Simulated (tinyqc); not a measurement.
Inside a calculation. Method: LDA (PW92) atom on a uniform radial grid, spin-unpolarised, for Be. Computed by tinyqc, a small Python program that keeps every step. Settings: Z = 4, points = 64, R = 11.7, functional = lda,pw, mixing = 0.4, iteration cap = 82. Command: `OMP_NUM_THREADS=1 python tinyqc.py 23326 23327 out.jsonl` (the two numbers bound the seeds that draw the settings). One thread of a shared host (Intel(R) Xeon(R) Processor @ 2.60GHz), about 0.04 s of CPU time with the checks. Later iterations appear only in the table of the cycle.

## Iteration 1

Spherical atom on a uniform radial grid r_j = j h with h = R/(N + 1), h sum u^2 = 1 and integrals as h times sums, u(0) = u(R) = 0 (atomic units):
```
parameter            value
Z                        4
points N                64
R                11.700000
h                 0.180000
mixing            0.400000
electrons in 1s          2
electrons in 2s          2
```

Three-point differences turn -u''/2 + [l(l+1)/2r^2 - Z/r + V] u = e u into a tridiagonal matrix (diagonal 1/h^2 + potential, off-diagonal -1/2h^2). D = sum f u^2; the Hartree potential y/r solves y'' = -D/r with y(0) = 0, y(R) = N_e; v_xc comes from rho = D/(4 pi r^2); E = sum f e - int D V + int D (V_H/2 + eps_xc); V(new) = V + mixing (V_H + v_xc - V).

eigenvalues (hartree): [-7.167708, -1.939087]

Every 4th grid point:
```
r              V in     u(1s)      u(2s)         D       V_H       v_xc
0.720000   0.000000  0.714461  -0.363588  1.285303  4.202574  -0.639201
1.440000   0.000000  0.098374  -0.854845  1.480875  2.601183  -0.434844
2.160000   0.000000  0.010159  -0.560810  0.629221  1.831995  -0.261564
2.880000   0.000000  0.000933  -0.263113  0.138459  1.386951  -0.139643
3.600000   0.000000  0.000080  -0.104852  0.021988  1.110939  -0.070566
4.320000   0.000000  0.000007  -0.037904  0.002873  0.925912  -0.034287
5.040000   0.000000  5.32e-07  -0.012841  0.000330  0.793650  -0.016094
5.760000   0.000000  4.19e-08  -0.004153  0.000034  0.694444  -0.007326
6.480000   0.000000  3.24e-09  -0.001297  3.36e-06  0.617284  -0.003248
7.200000   0.000000  2.48e-10  -0.000394  3.11e-07  0.555556  -0.001410
7.920000   0.000000  1.88e-11  -0.000117  2.75e-08  0.505051  -0.000602
8.640000   0.000000         0  -0.000034  2.34e-09  0.462963  -0.000253
9.360000   0.000000         0  -0.000010  1.94e-10  0.427350  -0.000106
10.080000  0.000000         0  -2.79e-06  1.56e-11  0.396825  -0.000044
10.800000  0.000000         0  -7.55e-07         0  0.370370   0.000000
11.520000  0.000000         0  -1.04e-07         0  0.347222   0.000000
```

total energy = -11.93369462 hartree

## Iteration 2

As before.

eigenvalues (hartree): [-5.217831, -1.055578]

Every 4th grid point:
```
r              V in     u(1s)      u(2s)         D       V_H       v_xc
0.720000   1.425349  0.766787  -0.204229  1.259345  3.961574  -0.635151
1.440000   0.866536  0.135556  -0.764252  1.204914  2.483290  -0.408152
2.160000   0.628172  0.018739  -0.661392  0.875580  1.798360  -0.289107
2.880000   0.498923  0.002349  -0.411809  0.339185  1.379940  -0.182595
3.600000   0.416149  0.000279  -0.219880  0.096695  1.109700  -0.109804
4.320000   0.356650  0.000032  -0.107456  0.023094  0.925712  -0.064208
5.040000   0.311022  3.62e-06  -0.049604  0.004921  0.793619  -0.036757
5.760000   0.274847  4.01e-07  -0.022008  0.000969  0.694440  -0.020654
6.480000   0.245614  4.40e-08  -0.009484  0.000180  0.617283  -0.011413
7.200000   0.221658  4.78e-09  -0.003997  0.000032  0.555555  -0.006213
7.920000   0.201780  5.16e-10  -0.001654  0.000005  0.505050  -0.003338
8.640000   0.185084  5.53e-11  -0.000675  9.10e-07  0.462963  -0.001774
9.360000   0.170898         0  -0.000271  1.47e-07  0.427350  -0.000933
10.080000  0.158713         0  -0.000107  2.28e-08  0.396825  -0.000484
10.800000  0.148148         0  -0.000039  3.00e-09  0.370370  -0.000237
11.520000  0.138889         0  -0.000006  7.93e-11  0.347222  -0.000068
```

total energy = -12.56709307 hartree

## Iteration 3

As before.

eigenvalues (hartree): [-4.222259, -0.625029]

Every 4th grid point:
```
r              V in     u(1s)      u(2s)         D       V_H       v_xc
0.720000   2.185779  0.792242  -0.125055  1.286571  3.800206  -0.639397
1.440000   1.349976  0.159788  -0.666662  0.939941  2.385279  -0.378242
2.160000   0.980605  0.025919  -0.678484  0.922025  1.757891  -0.293678
2.880000   0.778292  0.003866  -0.499616  0.499263  1.367271  -0.205074
3.600000   0.649648  0.000552  -0.317862  0.202073  1.106302  -0.136825
4.320000   0.558591  0.000077  -0.186263  0.069388  0.924880  -0.089201
5.040000   0.489358  0.000010  -0.103662  0.021492  0.793427  -0.057295
5.760000   0.434423  1.41e-06  -0.055723  0.006210  0.694397  -0.036376
6.480000   0.389717  1.89e-07  -0.029220  0.001708  0.617274  -0.022861
7.200000   0.352732  2.51e-08  -0.015041  0.000452  0.555553  -0.014235
7.920000   0.321753  3.31e-09  -0.007629  0.000116  0.505050  -0.008788
8.640000   0.295526  4.36e-10  -0.003820  0.000029  0.462963  -0.005380
9.360000   0.273106  5.72e-11  -0.001884  0.000007  0.427350  -0.003260
10.080000  0.253764         0  -0.000900  1.62e-06  0.396825  -0.001935
10.800000  0.236942         0  -0.000383  2.93e-07  0.370370  -0.001063
11.520000  0.222195         0  -0.000068  9.13e-09  0.347222  -0.000328
```

total energy = -12.78273383 hartree

## Convergence

Stop when input and output potentials agree to 1e-7.

Course of the cycle (hartree):
```
iteration             E      e(1s)      e(2s)  largest |V(out) - V(in)|
1          -11.93369462  -7.167708  -1.939087                  6.16e+00
2          -12.56709307  -5.217831  -1.055578                  3.13e+00
3          -12.78273383  -4.222259  -0.625029                  1.54e+00
4          -12.84962226  -3.725498  -0.412396                  7.31e-01
5          -12.86857358  -3.484043  -0.306284                  3.37e-01
6          -12.87352063  -3.369685  -0.252942                  1.51e-01
7          -12.87473551  -3.316738  -0.225954                  6.69e-02
8          -12.87502364  -3.292687  -0.212196                  3.06e-02
9          -12.87509120  -3.281948  -0.205119                  1.39e-02
10         -12.87510716  -3.277240  -0.201441                  6.71e-03
11         -12.87511101  -3.275222  -0.199508                  3.48e-03
...                 ...        ...        ...                       ...
21         -12.87511233  -3.273921  -0.197270                  1.15e-05
22         -12.87511233  -3.273923  -0.197267                  6.88e-06
23         -12.87511233  -3.273924  -0.197266                  4.13e-06
24         -12.87511233  -3.273925  -0.197265                  2.51e-06
25         -12.87511233  -3.273925  -0.197264                  1.55e-06
26         -12.87511233  -3.273925  -0.197264                  9.58e-07
27         -12.87511233  -3.273926  -0.197264                  5.89e-07
28         -12.87511233  -3.273926  -0.197264                  3.61e-07
29         -12.87511233  -3.273926  -0.197264                  2.21e-07
30         -12.87511233  -3.273926  -0.197264                  1.35e-07
31         -12.87511233  -3.273926  -0.197264                  8.23e-08
```

Converged in 31 iterations. A uniform grid resolves the cusp poorly: for a bare nucleus this grid gives 1s at -7.16771 against -Z^2/2 = -8 hartree. Before convergence this energy mixes input and output and is not variational, so it may rise towards its limit.
